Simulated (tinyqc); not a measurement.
Resistance of a circular point contact between the ballistic and the diffusive limit: two steps of the calculation.

Two half-spaces of a free-electron metal (one valley, spin 2) meet through a circular opening of radius a in an insulating sheet.

Values chosen for this exercise:
```
symbol   value   unit                meaning
n       4.6e20  cm^-3  free-electron density
l           27     nm         mean free path
a          7.4     nm  radius of the opening
```

Constants: q = 1.602176634e-19 C, hbar = 1.054571817e-34 J s. Results are converted to the units shown.

Problem 1. Fermi wave number and resistivity. kF = (3 pi^2 n)^(1/3), resistivity rho = hbar kF/(n q^2 l). Maxwell: RM = rho/(2 a); Sharvin: RS = 4 rho l/(3 pi a^2); interpolation R = RS + gamma RM, gamma = (1 + 0.83 K)/(1 + 1.33 K), K = l/a.

Find: kF; rho; modes (kF a)^2/4.

Solution 1.

kF = 2.3881 1/nm
rho = 78.994 uohm cm
modes (kF a)^2/4 = 78.077

Problem 2. Resistances. 

rho = 78.993869 uohm cm

Wanted: RM; RS; gamma; R.

Solution 2.

RM = 53.374 ohm
RS = 165.30 ohm
gamma = 0.68829
R = 202.04 ohm

The Sharvin term makes up 81.8 % of R; it equals (h/2q^2) over the number of modes.

Numbers from tinyqc (`OMP_NUM_THREADS=1 python tinyqc.py 2760092 2760093 out.jsonl`; about 0.01 s on one thread of a shared Intel Xeon 2.30GHz).
